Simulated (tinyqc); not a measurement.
## Slope factor and drain-induced lowering from three currents

Inverse problem. With source and body at 0 V, I = A exp((Vg + dd Vd)/(nf Vt)) (1 - exp(-Vd/Vt)). Find nf, the swing nf Vt ln 10 and dd.

Values chosen for this exercise: temperature T = 398 K.

Constants: q = 1.602176634e-19 C, kB = 1.380649e-23 J/K, Vt = kB T/q. Results are converted to the units shown.

currents at (Vg, Vd) = (0, 0.05), (0, 0.9) and (0.06, 0.9) V (nA/um): 3.2831428  9.3400133  37.032931

Answer. The pair at equal Vd gives nf; the pair at equal Vg, after dividing out the factors 1 - exp(-Vd/Vt), gives dd.

nf = 1.270
swing = 100.3 mV/decade
dd = 0.04000

Program tinyqc, `OMP_NUM_THREADS=1 python tinyqc.py 2242090 2242091 out.jsonl`; Intel Xeon 2.30GHz, shared host, one thread, about 0.04 s.
